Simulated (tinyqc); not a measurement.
# Worked calculation: stacked nanosheet transistor, parasitic resistance, capacitance and delay

Program tinyqc, `OMP_NUM_THREADS=1 python tinyqc.py 2170029 2170030 out.jsonl`; Intel Xeon 2.30GHz, shared host, one thread, about 0.05 s. Printed values are rounded.

Ns sheets share one contact on top; each has perimeter p = 2 (Ws + ts) and cross-section A = Ws ts; contact width Wc = Ws + 10 nm, stack height Hs = Ns pv. Sheet 1 is the top one. Contact length Lc = CPP - Lg - 2 Lsp, shared by two neighbouring gates. Source and drain sides are equal. The formulas are first-order estimates, not field solutions.

Parameters, values chosen for the exercise; values close to those of silicon logic devices:
```
symbol,value,unit,meaning
T,300,K,temperature
Ns,2,,number of sheets
Ws,12,nm,sheet width
ts,7,nm,sheet thickness
pv,14,nm,vertical pitch of the sheets
rv,52,ohm,vertical resistance between sheet levels
CPP,54,nm,contacted gate pitch
Lg,16,nm,gate length
Lsp,5,nm,spacer length
ks,4,,relative permittivity of the spacer
Hc,20,nm,gate height above the channel stack
rc,2.9e-9,ohm cm^2,contact resistivity
re,0.00068,ohm cm,resistivity of the source-drain epitaxy
te,15,nm,current-carrying depth of the epitaxy
rx,0.00046,ohm cm,resistivity of the extension
Lov,2,nm,gate overlap
Cinv,2.6,uF/cm^2,inversion capacitance
vx,9.8e6,cm/s,injection velocity
mu,310,cm^2/(V s),apparent mobility
VT,0.22,V,threshold at zero drain voltage
dl,0.067,V/V,barrier lowering
n,1.19,,subthreshold factor
Cw,0.06,fF,wire load
Vdd,0.8,V,supply voltage
```

Constants: q = 1.602176634e-19 C, kB = 1.380649e-23 J/K, eps0 = 8.8541878128e-12 F/m, Vt = kB T/q. Results are converted to the units shown.

## Geometry and resistances

Epitaxy sheet resistance Rsh = re/te, transfer length LT = sqrt(rc/Rsh), contact Rc = [sqrt(rc Rsh)/Wc] coth(Lc/(2 LT)); extension of one sheet Rx = rx Lsp/A. Effective width N p; for equal currents and rv = 0 one side has Rc + Rx/N.

Lc = 28 nm
effective width = 76 nm
Rsh = 453.333 ohm
LT = 25.2924 nm
Rc = 1035.81 ohm
Rx = 273.810 ohm
one side times effective width = 89.1264 ohm um

Lc/2 is 0.55 transfer lengths, and Rc is 10 % above the area limit rc/(Wc Lc/2). The contact makes up 88.3 % of one side.

## Capacitances

With N sheets: gate Cg = Cinv p N Lg; per side, plate Cp = ks eps0 [Wc (Hs + Hc) - N A]/Lsp, top fringe Cf = (2/pi) ks eps0 Wc ln(1 + Lg/(2 Lsp)), overlap Co = Cinv p N Lov. Cs = Cp + Cf + Co. An inverter of two such devices driving an equal one has the load CL = 2 (Cg + 2 Cs) + 4 Cs + Cw (its own drains counted twice for the Miller effect).

Cg = 31.6160 aF
Cp = 6.29002 aF
Cf = 0.473966 aF
Co = 3.952 aF
CL = 208.960 aF

The channel capacitance gives 30.3 % of CL, the parasitic parts 41.0 % and the wire 28.7 %.

## Iteration 1: sheet currents at Vgs = Vdd, Vds = Vdd/2

I at the start (uA): sheet 1 0, sheet 2 0

One sheet: I = p Q vx u/(1 + |u|^1.8)^(1/1.8), Q = Cinv n Vt ln(1 + exp((Vg' - VT + dl Vd')/(n Vt))), u = Vd' mu/(vx Lg), Vg' = Vgs - v, Vd' = Vds - 2 v, with the drop on each side v_j = Rc sum I + rv (sum over levels k = 2..j of the current of sheets k..Ns) + Rx I_j. I(new) = I(out).

drop v (mV): sheet 1 0, sheet 2 0
I(out) (uA): sheet 1 57.9781, sheet 2 57.9781
I after iteration 1 (uA): sheet 1 57.9781, sheet 2 57.9781

## Iteration 2: sheet currents at Vgs = Vdd, Vds = Vdd/2

As before.

drop v (mV): sheet 1 135.984, sheet 2 138.999
I(out) (uA): sheet 1 39.8237, sheet 2 39.2113
I after iteration 2 (uA): sheet 1 39.8237, sheet 2 39.2113

## Course of the iteration: sheet currents at Vgs = Vdd, Vds = Vdd/2

Stop when the largest change of I is below 1e-6 uA, or after 80 iterations.

Course of the iteration:
```
iteration  total I (uA)  largest |change| of one entry (uA)
1               115.956                                58.0
2               79.0350                                18.8
3               93.0894                                7.21
4               88.3424                                2.42
5               89.9979                               0.845
6               89.4276                               0.291
7               89.6249                               0.101
8               89.5567                              0.0348
9               89.5803                              0.0120
10              89.5721                             4.15e-3
11              89.5750                             1.44e-3
12              89.5740                             4.96e-4
13              89.5743                             1.71e-4
14              89.5742                             5.92e-5
15              89.5742                             2.05e-5
16              89.5742                             7.07e-6
17              89.5742                             2.44e-6
18              89.5742                             8.45e-7
```

Converged in 18 iterations. At the end each change is about 0.35 times the one before: linear convergence. The bottom sheet carries 99.3 % of the current of the top one.

## Effective current, delay and energy

IH = I(Vdd, Vdd/2) = 89.5742 uA
IL = I(Vdd/2, Vdd), solved likewise = 35.7688 uA

Ieff = (IH + IL)/2, delay CL Vdd/(2 Ieff), energy CL Vdd^2, with CL the load of an inverter that drives an equal one.

Ieff = 62.6715 uA
delay = 1.33368 ps
energy = 133.734 aJ

Without any series resistance Ieff would be 80.5 uA, so the resistances cost 22.2 %.
